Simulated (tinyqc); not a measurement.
## Circuit elements from the admittance matrix

Inverse problem. Y belongs to a common-source circuit with y11 = i w (Cgs + Cgd), y12 = -i w Cgd, y21 = gm - i w Cgd, y22 = gds + i w (Cgd + Cd) and a resistance Rg in series with the gate; w = 2 pi f. Find Rg, Cgs + Cgd, Cgd, gm, gds and Cd.

Parameters, values chosen for the exercise:
- f = 0.3 GHz (signal frequency)

Y with Rg (mS):
```
                            1                            2
1  0.0000219985+0.0929243525i  -0.0000060688-0.0256353946i
2  0.3975681045-0.0257295147i   0.0047725707+0.0927657800i
```

Answer. 1/Y11 = Rg + 1/(i w (Cgs + Cgd)) gives Rg; removing it from Z11 returns the inner y, whose parts are read off.

Rg = 2.548 ohm
Cgs + Cgd = 49.30 fF
Cgd = 13.60 fF
gm = 0.3976 mS
gds = 0.004771 mS
Cd = 35.60 fF

Computed by the program tinyqc: `OMP_NUM_THREADS=1 python tinyqc.py 2150016 2150017 out.jsonl`, one thread of a shared Intel Xeon 2.30GHz, about 0.01 s for the whole run.
